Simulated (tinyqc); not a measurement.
Modulation-doped quantum well, Poisson-Schroedinger loop: mixing schemes compared.

A well of width L centred at z = 0 between barriers Vb; effective-mass electrons, parabolic bands. The electrons come from donor sheets outside the mesh, a share fL of Ns on the left and the rest on the right, so the structure is neutral. Energies are counted from the band edge of the well, with U = 0 on the first node in the Hartree part.

V0 = 0 in the well and Vb outside, plus q Fz z (1 kV/cm = 1e-4 eV/nm).

Tridiagonal Hamiltonian with psi = 0 one step beyond both ends: H_ii = C (1/m_(i-1/2) + 1/m_(i+1/2))/hz^2 + V0_i + U_i, H_(i,i+1) = -C/(m_(i+1/2) hz^2), C = hbar^2/(2 m0). The lowest 2 level(s) are kept, normalised to hz sum |psi|^2 = 1.

Level k holds N_k = D_k Vt ln(1 + exp((EF - E_k)/Vt)) with D = md m0 q/(pi hbar^2) per eV (spin included); EF is fixed by sum N_k = Ns.

n_i = sum_k N_k |psi_k|^2 (converted to cm^-3). Hartree part by Gauss: on the interval after node i the enclosed sheet charge is S_i = fL Ns - hz sum_(j<=i) n_j, and U_(i+1) = U_i + q S_i hz/(eps0 eps_r) in eV, U_1 = 0. Mixing: U(new) = U + a (U(out) - U).

Rounds from U = 0 until the largest |U(out) - U| is below 1e-7 eV (the round that meets it is counted). Anderson mixing of depth m keeps the last m inputs V and residuals F = V(out) - V(in), fits c by least squares to F = dF c over their successive differences dF, dV, and sets V(new) = V + a F - (dV + a dF) c.

Values chosen for this exercise; material values close to those of GaAs in AlGaAs:
```
symbol   value   unit                               meaning
T          300      K                           temperature
md      0.0678     m0                         in-plane mass
Vb       0.251     eV                        barrier height
eps_r     13.2           relative permittivity (all layers)
L         8.28     nm                            well width
hz        0.92     nm                             mesh step
Ns      2.4e11  cm^-2            sheet density of electrons
fL         0.7         share of the donors on the left side
Fz           0  kV/cm                 applied field along z
```

Constants: q = 1.602176634e-19 C, kB = 1.380649e-23 J/K, hbar = 1.054571817e-34 J s, m0 = 9.1093837015e-31 kg, Vt = kB T/q, eps0 = 8.8541878128e-14 F/cm where lengths are in cm, hbar^2/(2 m0) = 0.0380998212 eV nm^2. Results are converted to the units shown.

z, node 1 to 17 (nm): -7.36  -6.44  -5.52  -4.6  -3.68  -2.76  -1.84  -0.92  0  0.92  1.84  2.76  3.68  4.6  5.52  6.44  7.36
mass on the intervals 1/2, 3/2, ... (mean of both at an interface) (m0): 0.0938  0.0938  0.0938  0.0938  0.0794  0.065  0.065  0.065  0.065  0.065  0.065  0.065  0.065  0.0794  0.0938  0.0938  0.0938  0.0938

Rounds needed:
```
a    depth m  rounds
1      plain       5
0.8    plain       9
0.6    plain      14
0.4    plain      24
0.2    plain      54
0.1    plain     113
0.5        2       7
0.5        4       6
0.5        8       6
```

What does the comparison show?

Among the plain runs a = 1 is fastest, with 5 rounds: the response of the charge is weak enough that no damping is needed. Anderson mixing needs 6 to 7 rounds.

Program tinyqc, `OMP_NUM_THREADS=1 python tinyqc.py 2140144 2140145 out.jsonl`; Intel Xeon 2.30GHz, shared host, one thread, about 0.2 s.
